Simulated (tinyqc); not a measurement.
Doping and flat-band voltage from two insulator thicknesses.

Question. A junctionless wire is fully depleted at VT = Vfb - q Nd R^2/(4 eps0 eps_r) - q Nd R^2 ln(1 + tox/R)/(2 eps0 eox). Find Nd and Vfb.

Parameters, values chosen for the exercise; material values close to those of gallium nitride:
- eps_r = 9.64 (relative permittivity of the semiconductor)
- eox = 22 (relative permittivity of the gate insulator)
- R = 4 nm (wire radius)

Constants: q = 1.602176634e-19 C, eps0 = 8.8541878128e-14 F/cm where lengths are in cm. Results are converted to the units shown.

VT at tox = 13 and 29 nm (V): 0.52753366  0.45770155

Answer. The difference of the thresholds is proportional to Nd and holds no Vfb.

Nd = 1.60e19 cm^-3
Vfb = 0.800 V

Computed by the program tinyqc: `OMP_NUM_THREADS=1 python tinyqc.py 2460002 2460003 out.jsonl`, one thread of a shared Intel Xeon 2.30GHz, about 0.01 s for the whole run.
